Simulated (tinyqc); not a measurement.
## Fully depleted semiconductor-on-insulator film with two gates, non-linear Poisson equation by Newton steps: threshold and coupling against the film thickness

One dimension across the film, front interface at x = 0, back interface at x = ts. psi is counted from the intrinsic level, n = ni exp(psi/Vt) (source grounded), holes neglected, acceptors ionised. Gates act through Cox = eps0 eox/tox and Cbox = 3.9 eps0/tb with potentials G1 = Vg - (phiM - chi - Vt ln(Nc/ni)) and G2 = Vb - (phiB - chi - Vt ln(Nc/ni)). Classical Boltzmann densities, no interface charge, no depletion in the back plane.

ni = sqrt(Nc Nv) exp(-Eg/(2 Vt)), Eg in volts. The Poisson equation eps0 eps_r d2psi/dx2 = q (n + Na), with -eps0 eps_r dpsi/dx = Cox (G1 - psi) at x = 0 and eps0 eps_r dpsi/dx = Cbox (G2 - psi) at x = ts, is solved on 300 equal intervals with half boxes at both ends; N_inv is the trapezoid sum of n. VT is the Vg for N_inv = 1e11 cm^-2; -dVT/dVb from the linearised equation. Limits with Cs = eps0 eps_r/ts: front channel Cs Cbox/(Cox (Cs + Cbox)), back channel Cbox (Cox + Cs)/(Cox Cs). Swing at N_inv = 1e8 cm^-2.

Inputs (values chosen for the exercise); band and dielectric values close to those of silicon: temperature T = 300 K; band gap Eg = 1.14 eV; relative permittivity eps_r = 11.5; conduction-band density of states at T Nc = 2.83e19 cm^-3; valence-band density of states at T Nv = 2.66e19 cm^-3; electron affinity chi = 3.99 eV; relative permittivity of the gate insulator (close to silicon dioxide) eox = 3.9; insulator thickness tox = 0.93 nm; buried-oxide thickness (eps_r 3.9) tb = 52 nm; acceptor density of the film Na = 1e15 cm^-3; work function of the front gate phiM = 4.68 eV; work function of the back plane phiB = 5.04 eV; back-gate voltage Vb = 0 V.

Constants: q = 1.602176634e-19 C, kB = 1.380649e-23 J/K, Vt = kB T/q, eps0 = 8.8541878128e-14 F/cm where lengths are in cm. Results are converted to the units shown.

Threshold and coupling against the film thickness:
```
ts (nm)  VT (V)  centroid/ts at VT  -dVT/dVb  front-channel limit  back-channel limit  swing (mV/decade)
4         0.601              0.416    0.0281               0.0174              0.0440               61.3
5.6       0.596              0.386    0.0309               0.0173              0.0544               61.5
7.7       0.593              0.351    0.0338               0.0170              0.0681               61.7
11        0.589              0.303    0.0368               0.0167              0.0896               62.0
15        0.587              0.256    0.0389               0.0163               0.116               62.2
21        0.585              0.205    0.0400               0.0157               0.155               62.4
29        0.583              0.161    0.0401               0.0150               0.207               62.5
40        0.581              0.125    0.0394               0.0142               0.279               62.5
```

As ts goes from 4 to 40, VT falls from 0.601 to 0.581 V, the centroid falls from 0.416 to 0.125 of ts and -dVT/dVb goes from 0.0281 through a maximum of 0.0401 (at ts = 29 among the rows listed) to 0.0394. The coupling covers 40.2 % of the way from the front-channel to the back-channel limit in the first row and 9.51 % in the last.

Range of the model: In so thin a film or at such density quantum confinement moves the charge away from the interfaces and raises the threshold.

Program tinyqc, `OMP_NUM_THREADS=1 python tinyqc.py 2190130 2190131 out.jsonl`; Intel Xeon 2.30GHz, shared host, one thread, about 0.6 s.
